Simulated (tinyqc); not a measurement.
Inside a calculation. Method: Pariser-Parr-Pople SCF with singles CI, for the molecule C=Cc1ccccc1N (SMILES; centres numbered as the heavy atoms are written). One step of it, computed by the program tinyqc.

Problem. Iteration 1: orbitals and new P. Diagonalise F (the basis is taken as orthonormal) and form P = 2 sum c c over the lowest orbitals; 0.3 of the old P is kept.

F (eV), lower triangle:
```
           1C         2C         3C         4C         5C         6C         7C         8C
1C  -6.435322
2C  -5.676379  -5.422477
3C   0.327918  -4.098306  -5.889811
4C   0.475771   0.000000  -4.722101  -4.749116
5C  -0.178829   0.174920   0.327828  -4.913084  -5.103848
6C  -0.226294   0.000000   0.585554   0.000000  -4.689166  -4.862393
7C   0.204345  -0.016211  -0.327807   0.723298   0.327908  -5.086120  -6.136822
8C   0.362708   0.000000  -4.135769   0.000000   0.479859   0.000000  -4.327263  -6.970689
9N  -0.689989   0.374618   0.689841   0.093571  -0.417698   0.289820   0.689848  -5.176535

            9N
9N  -10.995953
```

pi electrons, sum of z_r less the charge = 10

P at the start, lower triangle:
```
           1C         2C         3C         4C         5C         6C         7C        8C
1C   1.124467
2C   0.870629   1.000000
3C  -0.124467   0.457339   1.124467
4C  -0.258577   0.000000   0.620861   1.000000
5C   0.124467  -0.095055  -0.124467   0.670820   1.124467
6C   0.163522   0.000000  -0.249768   0.000000   0.612052   1.000000
7C  -0.124467   0.008810   0.124467  -0.308536  -0.124467   0.715916   1.124467
8C  -0.154713   0.000000   0.467463   0.000000  -0.204672   0.000000   0.517421  1.000000
9N   0.249998  -0.154054  -0.249998  -0.049746   0.249998  -0.154054  -0.249998  0.669274

          9N
9N  1.502132
```

Give: orbital energies; P after iteration 1.

Solution.

orbital energies (eV): -15.9854  -13.2370  -12.4991  -10.4269  -9.4319  -0.9440  0.2434  1.7164  3.9981

P after iteration 1, lower triangle:
```
         1C       2C       3C       4C       5C       6C       7C      8C
1C   1.1435
2C   0.8894   0.9610
3C  -0.1117   0.4263   1.1217
4C  -0.2317   0.0161   0.6154   0.9620
5C   0.0837  -0.0810  -0.0867   0.6810   1.0879
6C   0.1601  -0.0166  -0.2692   0.0292   0.6234   0.9624
7C  -0.0743   0.0083   0.0742  -0.3144  -0.0896   0.7050   1.1306
8C  -0.1846   0.0167   0.5092  -0.0015  -0.2466   0.0066   0.5473  1.0013
9N   0.2158  -0.1274  -0.2536  -0.0263   0.2146  -0.1067  -0.2556  0.5834

        9N
9N  1.6296
```
